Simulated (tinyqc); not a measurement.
Raising U: Hubbard ring of 5 sites, mean field against exact. Computed by the program tinyqc. 

one-body matrix (hopping and site energies) (eV):
```
         1        2        3        4        5
1   0.2500  -1.8300   0.0000   0.0000  -1.8300
2  -1.8300  -0.4100  -1.8300   0.0000   0.0000
3   0.0000  -1.8300   0.1500  -1.8300   0.0000
4   0.0000   0.0000  -1.8300   0.1300  -1.8300
5  -1.8300   0.0000   0.0000  -1.8300   0.0500
```

electrons, up and down: 3  1

Collinear unrestricted mean field (the lowest of 40 random starts) against exact diagonalisation.

Exact and mean-field results (eV):
```
U          U/t   E exact  E mean field  mean |n_up - n_down|  double occupancy, exact  first gap in the sector
0.920    0.503  -8.94425      -8.92247                 0.400                    0.111                    2.394
1.830    1.000  -8.46160      -8.37433                 0.400                    0.101                    2.344
3.660    2.000  -7.62561      -7.27319                 0.400                    0.082                    2.149
5.490    3.000  -6.95852      -6.17337                 0.400                    0.065                    1.910
7.320    4.000  -6.43542      -5.08849                 0.572                    0.050                    1.682
10.980   6.000  -5.70564      -4.27708                 0.737                    0.031                    1.325
14.640   8.000  -5.24421      -3.92024                 0.767                    0.020                    1.085
21.960  12.000  -4.71789      -3.57772                 0.786                    0.010                    0.804
36.600  20.000  -4.25861      -3.30978                 0.795                 3.87e-03                    0.558
```

In absolute terms mean field is worst at U/t = 6.0, 1.429 eV too high: at small U it is nearly exact, and at large U it still misses the motion of the hole through a fluctuating spin background. Relative to the exact energy its error is 0.2 % at the smallest U, 25 % at most and 22 % at the largest. The double occupancy falls from 0.111 to 0.004.
